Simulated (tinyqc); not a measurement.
From folded lines to real minibands: band folding and unfolding in a supercell of a chain.

A chain with hopping -t and n = 6 sites a supercell. H(K) has v_j on the diagonal, -t between neighbours and -t exp(2 pi i K) on the bond that closes the cell (from the last site to the first of the next cell). The point K holds the n wave vectors k_m = (K + m)/n of the primitive zone, in 2 pi/a, m = 0 to n - 1, with E0 = -2t cos(2 pi k_m). The unfolding weight of a state c on k_m is |sum_j c_j exp(-2 pi i k_m j)|^2/n, j = 0 to n - 1.

Inputs chosen for the exercise: t = 1.7 eV (hopping); v = (0.442, 0.221, -0.221, -0.442, -0.221, 0.221) eV (site energies in the supercell); Kq = 0.14 2 pi/(n a) (wave vector in the small zone).

The potential is scaled by x. For the lowest level at K: energy, second-order estimate E0(k_0) + x V_0 - x^2 sum_m |V_m|^2/(E0(k_m) - E0(k_0)), weight on k_0, and width of the lowest miniband between K = 0 and 1/2.

Lowest level:
```
x,E (eV),second order (eV),weight on k_0,miniband width (eV)
0.00,-3.3635,-3.3635,1.000,0.4555
0.25,-3.3674,-3.3674,0.997,0.4028
0.50,-3.3789,-3.3791,0.990,0.3553
1.00,-3.4236,-3.4257,0.962,0.2751
1.50,-3.4939,-3.5034,0.924,0.2127
2.00,-3.5849,-3.6121,0.882,0.1650
3.00,-3.8130,-3.9229,0.804,0.1015
4.00,-4.0826,-4.3579,0.739,0.0647
```

Second order is -2.0 meV off at x = 1 and -110 meV at x = 3. The weight on the parent k falls to 0.96 at x = 1 and 0.74 at x = 4, and the miniband narrows from 0.456 to 0.065 eV as the state gathers on the low sites. While the weight stays near one the primitive band is still the right picture and the folded copies carry little spectral weight.

Run: tinyqc, `OMP_NUM_THREADS=1 python tinyqc.py 1480255 1480256 out.jsonl`; Intel(R) Xeon(R) Processor @ 2.30GHz, one thread, shared host; about 0.01 s of CPU time with all checks.
